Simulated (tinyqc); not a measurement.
Mesh and choice of bands: charge neutrality level from zone-averaged pseudopotential bands.

Empirical pseudopotential on the fcc lattice, atoms at +/- tau, tau = a (1,1,1)/8, no spin-orbit coupling. H(G,G') = c (2 pi/a)^2 |k + G|^2 delta + VS(q) cos(q.tau) + i VA(q) sin(q.tau), q = G - G', c = hbar^2/2m0; k and G in units of 2 pi/a; VS at |q|^2 = 3, 8, 11 and VA at 3, 4, 11, in rydberg, zero elsewhere. At each k the basis holds all G with |k + G|^2 up to 16; energies are counted from the fourth level at Gamma.

Mesh: k = sum_i (n_i + 1/2)/N b_i, n_i = 0 ... N - 1, b = (-1,1,1), (1,-1,1), (1,1,-1); points with the same sorted |kx|, |ky|, |kz| after folding to the shortest k + G are joined, with their count as weight. Neutrality (branch-point) level: E_N = (1/2) mean over k of [E5 + (E3 + E4)/2], E_n the n-th level from below.

Constants: hbar^2/2m0 = 3.80998211 eV angstrom^2; Ry = 13.60569312 eV.

Values chosen for the exercise (out of a larger set: classic local form factors of the size used for GaAs, without spin-orbit coupling; not measured data): a = 5.653 angstrom (lattice constant); VS = (-0.229, 0.009, 0.061) Ry (symmetric form factors); VA = (0.071, 0.05, 0.011) Ry (antisymmetric form factors).

E_N with E5 alone, and with (E5 + E6)/2 in its place.

Results:
```
N  joined points  E_N (eV)  E_N, two conduction bands (eV)
1              1    0.3759                          1.2016
2              2    0.3483                          1.0470
3              6    0.5895                          0.9559
4             10    0.5591                          0.9694
5             19    0.5677                          0.9612
```

How do the results move, and what explains it?

For scale, the lowest gap of this set is 1.41 eV. Against N = 5 the errors are -192, -219, +22 and -9 meV for N = 1 to 4 (N = 1 is the L point alone). Taking the second conduction band in moves E_N by +0.39 eV, more than the mesh error at N = 2: the definition, not the mesh, limits the estimate. Local form factors place the indirect gaps only to a few tenths of an eV, and E_N moves with them.

Program tinyqc; command `OMP_NUM_THREADS=1 python tinyqc.py 1850009 1850010 out.jsonl`; about 0.09 s on one thread of a shared Intel(R) Xeon(R) Processor @ 2.30GHz.
